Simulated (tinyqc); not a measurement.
Transfer between valleys with temperature: electrons shared among three sets of ellipsoidal valleys.

F_j(eta) = (1/Gamma(j + 1)) integral_0^infinity x^j dx/(1 + exp(x - eta)), which tends to exp(eta) for eta << 0.

Sets L, Gamma, Delta: N_i = M_i times N = 2 (m kB T/(4 pi c))^(3/2) with c = hbar^2/2m0, in 1/angstrom^3; times 1e24 for 1/cm^3, m = (ml mt^2)^(1/3); n = sum_i N_i F_1/2((EF - dE_i)/kT), energies from the edge of the first set; mu_drift = sum of share times mobility.

Constants: hbar^2/2m0 = 3.80998211 eV angstrom^2; kB = 8.617333262e-05 eV/K.

Values chosen for the exercise (masses and offsets near those of Ge; mobilities are free inputs, held fixed; shifted at random, so the results belong to these values and not to a real crystal):
```
symbol  value                    unit        meaning
dE      (0, 0.113, 0.217)        eV          edges of L, Gamma, Delta above the first
M       (4, 1, 6)                            valleys in each set
ml      (1.587, 0.043, 0.867)    m0          longitudinal masses of L, Gamma, Delta
mt      (0.0801, 0.043, 0.2056)  m0          transverse masses
mu      (3600, 16000, 1200)      cm^2/(V s)  mobility of each set
n       5.5e+18                  1/cm^3      total electron density
```

Offsets, masses and mobilities are held fixed; n is fixed too, so the high values of T stand for hot electrons, not for the lattice.

Populations:
```
T (K)  EF (eV)  share L  share Gamma  share Delta  mu_drift
77      0.0188   1.0000       0.0000       0.0000      3600
150     0.0124   1.0000       0.0000       0.0000      3600
300    -0.0109   0.9989       0.0003       0.0008      3602
450    -0.0438   0.9871       0.0013       0.0116      3588
600    -0.0844   0.9540       0.0025       0.0435      3527
900    -0.1858   0.8447       0.0045       0.1508      3293
1200   -0.3083   0.7343       0.0055       0.2602      3044
2000   -0.6981   0.5485       0.0063       0.4451      2610
```

The share of L goes from 1.000 to 0.549 and the mean mobility from 3600 to 2610 cm^2/(V s). L holds more than Gamma throughout. The share of Delta is at most 0.45.

(tinyqc, `OMP_NUM_THREADS=1 python tinyqc.py 1680036 1680037 out.jsonl`, Intel(R) Xeon(R) Processor @ 2.30GHz, 1 thread, shared host, about 0.01 s.)
